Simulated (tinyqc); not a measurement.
Lossy on-chip transmission line with skin effect: two steps of the calculation.

A uniform line in a homogeneous dielectric: c = sqrt(er)/(c0 Z0), l = Z0 sqrt(er)/c0 (c0 = 299792458 m/s), g = w c td, w = 2 pi f. The resistance joins its limits as r = sqrt(r_dc^2 + r_hf^2), with r_dc = rho/(wd th), r_hf = kr rho/(2 delta (wd + th)), delta = sqrt(rho/(pi f mu0)), mu0 = 4 pi 1e-7 H/m; this is an interpolation, and internal inductance, up to 0.05 nH/mm at low frequency, is neglected.

Parameters, values chosen for the exercise:
```
symbol,value,unit,meaning
wd,5.6,um,width of the strip
th,1.6,um,thickness of the strip
rho,2.2,uohm cm,resistivity
er,2.7,,relative permittivity
td,0.01,,loss tangent
Z0,45,ohm,lossless impedance sqrt(l/c)
kr,2,,factor for crowding and the return path
Rg,50,ohm,source resistance
RL,1000,ohm,load resistance
CL,100,fF,load capacitance
f,0.33,GHz,frequency
```

Question 1. Line constants. delta, r_dc, r_hf, r, l, c and g as defined.

Give: delta; r_dc; r_hf; r; l; c; g.

Answer 1.

delta = 4.1094 um
r_dc = 2.4554 ohm/mm
r_hf = 0.74356 ohm/mm
r = 2.5655 ohm/mm
l = 0.24665 nH/mm
c = 121.80 pF/m
g = 0.0025255 S/m

r is 1.04 times r_dc; the skin depth is 2.57 of the thickness.

Question 2. Reflection, input impedance and transfer. ZL = 1/(1/RL + i w CL); reflection (ZL - Zc)/(ZL + Zc); Zin = Zc (ZL + Zc tanh(gamma len))/(Zc + ZL tanh(gamma len)); H = V_load/V_source = [Zin/(Zin + Rg)]/[cosh(gamma len) + (Zc/ZL) sinh(gamma len)].

gamma len = 0.018041481+0.021769991i
Zc = 79.006707-64.153631i ohm

Find: ZL; reflection at the load; Zin; H; |H|.

Answer 2.

ZL = 958.8-198.8i ohm
reflection at the load = 0.8275+0.0799i
Zin = 810.7-391.0i ohm
H = 0.9493-0.0233i
|H| = -0.4492 dB

Computed by the program tinyqc: `OMP_NUM_THREADS=1 python tinyqc.py 2810207 2810208 out.jsonl`, one thread of a shared Intel Xeon 2.30GHz, about 0.01 s for the whole run.
